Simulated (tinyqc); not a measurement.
# Admittance spectroscopy of a deep trap: admittance against frequency

Schottky contact on an n-type layer with shallow donors Nd (all ionised) and a donor-like deep trap, neutral when filled and positive when empty; depletion approximation. Traps within lam of the depletion edge stay filled. The traps at xt = W - lam, where the level crosses the Fermi level, follow a slow signal and not a fast one. w = 2 pi f.

Emission rate en = sn vth(T) Nc(T) exp(-Et/kB T) = sn g T^2 exp(-Et/kB T), g = vth Nc/(300 K)^2, as vth goes as T^0.5 and Nc as T^1.5 (degeneracy factor 1). lam = sqrt(2 eps0 eps_r (EF - ET)/(q Nd)), EF - ET = Et - (kB T/q) ln(Nc(T)/Nd), Nc(T) = Nc (T/300 K)^1.5. In the steady state at the band bending V, 2 eps0 eps_r V/q = Nd W^2 + Nt (W - lam)^2 (the second term only if W > lam). V = Vbi + Vr. C_HF = eps0 eps_r/W, C_LF = eps0 eps_r (Nd + Nt)/(Nd W + Nt xt). Inflection frequency w0 = 2 en [1 + Nt xt/(Nd W)]; C = C_HF + (C_LF - C_HF)/(1 + (w/w0)^2), G/w = (C_LF - C_HF)(w/w0)/(1 + (w/w0)^2).

Inputs (values chosen for the exercise); material values close to those of silicon: relative permittivity eps_r = 11.7; conduction-band density of states at 300 K Nc = 2.82e19 cm^-3; thermal velocity at 300 K vth = 2.3e7 cm/s; shallow donor density Nd = 1.6e16 cm^-3; built-in voltage Vbi = 0.8 V; depth of the trap below the conduction edge Et = 0.35 eV; capture cross-section sn = 1.3e-16 cm^2; trap density Nt = 1.6e15 cm^-3; reverse bias Vr = 0 V; temperature T = 251 K.

Constants: q = 1.602176634e-19 C, kB = 1.380649e-23 J/K, eps0 = 8.8541878128e-14 F/cm where lengths are in cm. Results are converted to the units shown.

Result of one run:
```
f (Hz),C (nF/cm^2),G/w (nF/cm^2)
66000,41.250,0.054916
```

What becomes of these results when the signal frequency f is changed from 66000 to 120 Hz, all else the same?

Result of the changed run:
```
f (Hz),C (nF/cm^2),G/w (nF/cm^2)
120,43.200,0.12644
```

The whole series:
```
f (Hz),C (nF/cm^2),G/w (nF/cm^2)
58,43.206,0.061307
120,43.200,0.12644
240,43.175,0.24974
480,43.084,0.47588
970,42.786,0.80529
2000,42.153,0.97662
4000,41.594,0.74681
8000,41.348,0.43036
16000,41.275,0.22371
33000,41.255,0.10957
66000,41.250,0.054916
```

C falls from 43.2 to 41.3 nF/cm^2, between C_LF = 43.2 and C_HF = 41.2, and G/w goes from 0.0613 through a maximum of 0.977 (at f = 2000 Hz among the rows listed) to 0.0549 nF/cm^2. The exact peak is half of the step, 0.980 nF/cm^2, at 1850 Hz.

Program tinyqc, `OMP_NUM_THREADS=1 python tinyqc.py 2050154 2050155 out.jsonl`; Intel Xeon 2.30GHz, shared host, one thread, about 0.01 s.
